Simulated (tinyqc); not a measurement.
Inside a calculation. Model: on-chip power grid, static voltage drop by conjugate gradients.

Computed by the program tinyqc: `OMP_NUM_THREADS=1 python tinyqc.py 2770220 2770221 out.jsonl`, one thread of a shared Intel Xeon 2.30GHz, about 0.3 s for the whole run. Printed values are rounded.

A grid of 4 rows and 4 columns, node k = 4 row + column. Neighbours in a row are joined by Rx, in a column by Ry; pad nodes, which reach the supply through Rp: 0, 15. Each node draws I0, node 12 draws kh I0. The drops u = Vdd - V solve G u = i, with G the conductance matrix (1/Rp added on the diagonal at pad nodes).

Values chosen for this exercise: supply voltage Vdd = 0.65 V; resistance of a horizontal segment Rx = 0.37 ohm; resistance of a vertical segment Ry = 0.61 ohm; resistance from a pad node to the supply Rp = 0.21 ohm; load current of an ordinary node I0 = 6.2 mA; factor on the load at the hot node kh = 3.

## Diagonal of G, loads and first direction

G_kk = sum of the conductances at node k. Start u = 0, so the residual is r = i; z = r/G_kk (Jacobi preconditioner), p = z.

G_kk (S):
```
         col 0    col 1    col 2    col 3
row 0  9.10395  7.04475  7.04475  4.34205
row 1  5.98139  8.68409  8.68409  5.98139
row 2  5.98139  8.68409  8.68409  5.98139
row 3  4.34205  7.04475  7.04475  9.10395
```

r at the start (mA):
```
       col 0  col 1  col 2  col 3
row 0    6.2    6.2    6.2    6.2
row 1    6.2    6.2    6.2    6.2
row 2    6.2    6.2    6.2    6.2
row 3   18.6    6.2    6.2    6.2
```

p at the start (mV):
```
          col 0     col 1     col 2     col 3
row 0  0.681023  0.880088  0.880088   1.42790
row 1   1.03655  0.713949  0.713949   1.03655
row 2   1.03655  0.713949  0.713949   1.03655
row 3   4.28369  0.880088  0.880088  0.681023
```

## Iteration 1: conjugate-gradient step

u at the start (mV):
```
       col 0  col 1  col 2  col 3
row 0      0      0      0      0
row 1      0      0      0      0
row 2      0      0      0      0
row 3      0      0      0      0
```

q = G p; with z = r/G_kk: a = (r.z)/(p.q); u(new) = u + a p; r(new) = r - a q; b = (r.z)(new)/(r.z); p(new) = z(new) + b p.

q (mA):
```
         col 0    col 1    col 2   col 3
row 0   2.1221   0.8104  -1.2082  2.1221
row 1   1.4547  -1.1442  -1.1442  0.2303
row 2  -4.4513  -1.1442  -1.1442  1.4547
row 3  14.5221  -8.9266   0.8104  2.1221
```

a = 2.89621

u after iteration 1 (mV):
```
         col 0   col 1   col 2   col 3
row 0   1.9724  2.5489  2.5489  4.1355
row 1   3.0021  2.0677  2.0677  3.0021
row 2   3.0021  2.0677  2.0677  3.0021
row 3  12.4065  2.5489  2.5489  1.9724
```

r after iteration 1 (mA):
```
          col 0    col 1   col 2   col 3
row 0    0.0539   3.8530  9.6992  0.0539
row 1    1.9868   9.5140  9.5140  5.5329
row 2   19.0919   9.5140  9.5140  1.9868
row 3  -23.4591  32.0533  3.8530  0.0539
```

b = 2.46112

p after iteration 1 (mV):
```
         col 0    col 1    col 2    col 3
row 0  1.68200  2.71293  3.54280  3.52664
row 1  2.88324  2.85268  2.85268  3.47609
row 2  5.74295  2.85268  2.85268  2.88324
row 3  5.13989  6.71595  2.71293  1.68200
```

## Iteration 2: conjugate-gradient step

As before.

q (mA):
```
         col 0     col 1    col 2   col 3
row 0   3.2540    0.3143   3.4179  0.0392
row 1  -2.6362    0.1465  -2.8162  2.5739
row 2  13.4882  -14.1448   0.1465  1.0799
row 3  -5.2482   21.4118  -8.2618  3.2540
```

a = 2.61219

u after iteration 2 (mV):
```
         col 0    col 1    col 2    col 3
row 0   6.3661   9.6356  11.8034  13.3477
row 1  10.5336   9.5195   9.5195  12.0823
row 2  18.0037   9.5195   9.5195  10.5336
row 3  25.8328  20.0922   9.6356   6.3661
```

r after iteration 2 (mA):
```
          col 0     col 1    col 2    col 3
row 0   -8.4460    3.0319   0.7709  -0.0484
row 1    8.8731    9.1313  16.8705  -1.1906
row 2  -16.1419   46.4628   9.1313  -0.8342
row 3   -9.7498  -23.8784  25.4342  -8.4460
```

b = 1.42617

p after iteration 2 (mV):
```
         col 0    col 1    col 2    col 3
row 0  1.47108  4.29949  5.16208  5.01844
row 1  5.59545  5.11991  6.01111  4.75845
row 2  5.49177  9.41875  5.11991  3.97253
row 3  5.08494  6.18858  7.47949  1.47108
```

## Course of the conjugate-gradient iteration

Stop when |r| is below 1e-9 mA.

Course of the iteration:
```
iteration  largest u (mV)  |r| (mA)
1                 12.4065      49.7
2                 25.8328      66.5
3                 34.0691      48.0
4                 35.9663      24.0
5                 35.4854      13.2
6                 34.9746      7.64
7                 34.2759      5.83
8                 34.1606      1.50
9                 34.1558     0.678
10                34.1430     0.290
11                34.1412     0.121
12                34.1427    0.0290
13                34.1437   7.93e-3
14                34.1440   9.15e-4
15                34.1439   1.47e-4
16                34.1439   < 1e-11
```

Converged in 16 iterations for 16 unknowns; in exact arithmetic the method needs at most 16. The condition number of the scaled matrix is 50.1. Gauss-Seidel sweeps in node order need 303 to reach the same residual.

## Worst drop, pad currents and power lost

converged u (mV):
```
         col 0    col 1    col 2    col 3
row 0  11.5604  21.7622  26.7149  28.6696
row 1  24.5394  26.6341  27.8754  28.1103
row 2  30.2831  29.1311  26.9130  24.1563
row 3  34.1439  29.6038  23.0563  11.8756
```

Pad current u/Rp; worst drop as a share of Vdd; power lost in the grid and pads sum_k i_k u_k; power delivered sum_k i_k (Vdd - u_k).

worst drop = 34.1439 mV
share of Vdd = 5.25291 %
pad currents (mA): node 0 55.0495, node 15 56.5505
power lost = 2.93457 mW
power delivered = 69.6054 mW

The pad currents add up to the total load, 111.6 mA. The worst drop is at node 12; the hot node is 12.
